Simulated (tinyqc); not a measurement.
# Changing the share f_2 of kappa

Model: heat flow across a film from the phonon Boltzmann equation in the relaxation-time approximation. Computed by tinyqc, a small Python program. Command: `OMP_NUM_THREADS=1 python tinyqc.py 3003084 3003085 out.jsonl slabbte sweep`. One thread of a shared host (Intel(R) Xeon(R) Processor @ 2.30GHz), about 0.02 s of CPU time with the checks.

Two black walls, hot at x = 0 and cold at x = L, emit phonons isotropically. For one free path Lambda, with tau = x/Lambda, tau_L = L/Lambda and phi = (T - T_cold)/Delta T, energy balance gives phi(tau) = (1/2) [E2(tau) + int_0^tau_L phi(s) E1(|tau - s|) ds]; E_n are the exponential integrals. The flux over the ballistic flux C v Delta T/4 is psi = 1 - 2 int_0^tau_L phi(s) E2(s) ds, and kappa_eff/kappa = (3/4) tau_L psi. kappa = C v Lambda/3 is an input, so at fixed kappa a longer free path means a smaller C v.

Inputs (values chosen for the exercise, modelled on sapphire):
```
quantity,value,unit
bulk conductivity kappa,34.6,W/(m K)
film thickness L,81,nm
wall temperature difference Delta T,10,K
free path Lambda_1,16,nm
free path Lambda_2,150,nm
```

Free-path groups: two.

Method:
- Cut the film into n equal cells with constant phi, collocated at the centres c_i: the kernel integrates to A_ij = |E2(|c_i - e_j|) - E2(|c_i - e_(j+1)|)|/2 for cell edges e_j, and A_ii = 1 - E2(half a cell); solve (1 - A) phi = E2(c)/2; psi = 1 - 2 sum_j phi_j [E3(e_j) - E3(e_(j+1))].
- Each group is solved on its own with 150 and 300 cells, psi = (4 psi(300) - psi(150))/3, and weighted by its share of kappa (f_1 is what the others leave); exchange of energy between groups inside the film is left out.
- Flux J = kappa_eff Delta T/L; apparent boundary resistance per wall (L/kappa_eff - L/kappa)/2.

One run for each value:
```
share f_2 of kappa,kappa_eff/kappa,apparent resistance per wall (m^2 K/GW),flux J (GW/m^2)
0.02,0.77082,0.3480,3.2926
0.12,0.72063,0.4538,3.0783
0.22,0.67045,0.5754,2.8639
0.32,0.62026,0.7166,2.6495
0.42,0.57008,0.8827,2.4351
0.52,0.51989,1.0809,2.2208
0.62,0.46971,1.3215,2.0064
```

What does the table show, and why?

Over the rows, kappa_eff/kappa falls from 0.771 to 0.470 (exponent d ln y / d ln x -0.038 between the first rows and -0.58 between the last); apparent resistance per wall (m^2 K/GW) rises from 0.348 to 1.32 (exponent d ln y / d ln x 0.15 between the first rows and 1.1 between the last); flux J (GW/m^2) falls from 3.29 to 2.01 (exponent d ln y / d ln x -0.038 between the first rows and -0.58 between the last). Moving conductivity from short to long free paths at fixed kappa makes more of it vulnerable to the walls.
